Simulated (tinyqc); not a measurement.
# Changing the heater half-width b

Model: the 3-omega method: a line heater on a substrate with a thin film. Computed by tinyqc, a small Python program. Command: `OMP_NUM_THREADS=1 python tinyqc.py 3018294 3018295 out.jsonl threeomega sweep`. One thread of a shared host (Intel(R) Xeon(R) Processor @ 2.30GHz), about 0.02 s of CPU time with the checks.

A current at angular frequency omega = 2 pi f heats the line at 2 omega with the amplitude P per length; the temperature swing Delta T at 2 omega gives a voltage at 3 omega. The substrate is taken as semi-infinite and isotropic, and the heat capacity of heater and film is left out.

Inputs (values chosen for the exercise, modelled on amorphous silicon on silica): substrate conductivity kappa = 1.36 W/(m K); substrate heat capacity C = 1.62 1e6 J/(m^3 K); power amplitude per length P = 0.93 W/m; current frequency f = 4700 Hz; film thickness t = 420 nm; film conductivity kappa_f = 1.8 W/(m K); interface resistance R_i = 7.9 m^2 K/GW; substrate thickness d_s = 1000 micrometre; temperature coefficient of resistance beta = 2.4 1e-3/K; voltage amplitude V_1 = 0.88 V.

Method:
- D = kappa/C; q = sqrt(2 i omega/D); penetration depth 1/|q| = sqrt(D/(2 omega)).
- Delta T_s = (P/(pi kappa)) int_0^infinity (sin x/x)^2 / sqrt(x^2 + (q b)^2) dx with (q b)^2 = i |q b|^2, averaged over the heater width (12 Gauss-Legendre points on each of the pieces 0, 14 log-spaced edges from 1e-5 to 1, and multiples of pi to 40 pi; the tail adds 1/(4 (40 pi)^2)).
- For |q| b much below 1: Delta T_s = (P/(pi kappa)) [-ln(|q| b) + eta - i pi/4], eta = 3/2 - C_E = 0.92278, with Euler's C_E = 0.5772157.
- One-dimensional flow across the film: Delta T_f = P (t/kappa_f + R_i)/(2 b); total in-phase swing Delta T = Delta T_s + Delta T_f; third-harmonic amplitude V_3 = V_1 beta |Delta T|/2 with the out-of-phase part included; the apparent film conductivity is t/(t/kappa_f + R_i).
- Take the in-phase swing at f and at 2f; in the narrow-line limit kappa = P ln 2/(2 pi [Delta T(f) - Delta T(2f)]), whatever the film and the heater width.

One run for each value; columns: (1) heater half-width b (micrometre); (2) error of the slope method (%); (3) in-phase Delta T_s (K); (4) Delta T_f (K); (5) film share of the in-phase swing; (6) |q| b:
```
(1)           (2)      (3)      (4)      (5)     (6)
0.50   6.5586e-01  0.64110  0.22435  0.25923   0.133
0.94   2.2746e+00  0.50493  0.11933  0.19116   0.249
1.80   8.0115e+00  0.36790  0.06232  0.14485   0.477
3.40   2.6740e+01  0.24310  0.03299  0.11950   0.902
6.30   8.3117e+01  0.14366  0.01781  0.11027   1.671
12.00  2.3826e+02  0.07601  0.00935  0.10951   3.183
22.00  5.2166e+02  0.04143  0.00510  0.10958   5.835
42.00  1.0868e+03  0.02170  0.00267  0.10958  11.140
80.00  2.1605e+03  0.01139  0.00140  0.10958  21.219
```

Over the rows, error of the slope method (%) rises from 0.656 to 2160 (exponent d ln y / d ln x 2.0 between the first rows and 1.1 between the last); in-phase Delta T_s (K) falls from 0.641 to 0.0114 (exponent d ln y / d ln x -0.38 between the first rows and -1.00 between the last); Delta T_f (K) falls from 0.224 to 0.00140 (exponent d ln y / d ln x about -1.0 throughout). The exponent of Delta T_f stays at -1: the flux is P/(2b). Narrow heaters keep the slope method exact and raise the film signal as 1/b, while the substrate signal changes only as ln b as long as |q| b is well below 1.

Caution (rows 0.500, 0.940): the film is not thin against the heater width, so heat spreads sideways in it and the one-dimensional step fails. Caution (all rows): the film does not conduct much worse than the substrate, so heat spreads in it and the one-dimensional step is only approximate, and wrong once kappa_f nears or exceeds kappa.
